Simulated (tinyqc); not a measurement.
What each parameter does: coherent potential approximation for a binary alloy with a semi-elliptic band.

Site levels eA = -x d (share 1 - x) and eB = (1 - x) d (share x), so that their mean, the virtual crystal, is 0. Pure band: G0(z) = 2 (z - sqrt(z - W) sqrt(z + W))/W^2 with principal roots, density -Im G/pi per site. The medium has a self-energy S(z), G = G0(z - S), z = E + i eta. t_i = (e_i - S)/(1 - (e_i - S) G); the CPA demands <t> = (1 - x) tA + x tB = 0. Iteration: start at S = 0, set S(new) = S + <t>/(1 + <t> G), stop when |<t>| < 1e-9 eV.

Parameters, chosen for this exercise: W = 1.7 eV (half width of the pure band); x = 0.28 (fraction of B); d = 1.02 eV (eB - eA); eta = 0.034 eV (broadening); E = 1.18 eV (energy).

Converged values at E.

Results for these values:

| case | Re S (eV) | Im S (eV) | density (1/eV) |
|---|---|---|---|
| base | 0.1536 | -0.2722 | 0.2425 |

What happens to each result for E = 1.35 eV, all else kept?

Answer: Re S rises from 0.1536 to 0.1876; Im S rises from -0.2722 to -0.2328; density falls from 0.2425 to 0.2257.

The same for each parameter in turn:

| case | Re S (eV) | Im S (eV) | density (1/eV) |
|---|---|---|---|
| base | 0.1536 | -0.2722 | 0.2425 |
| W = 1.87 eV | 0.1146 | -0.2600 | 0.2336 |
| x = 0.33 | 0.1817 | -0.2514 | 0.2498 |
| d = 1.122 eV | 0.1874 | -0.3387 | 0.2378 |
| eta = 0.068 eV | 0.1463 | -0.2644 | 0.2376 |
| E = 1.35 eV | 0.1876 | -0.2328 | 0.2257 |

(tinyqc, `OMP_NUM_THREADS=1 python tinyqc.py 1451592 1451593 out.jsonl`, Intel(R) Xeon(R) Processor @ 2.30GHz, 1 thread, shared host, about 0.01 s.)
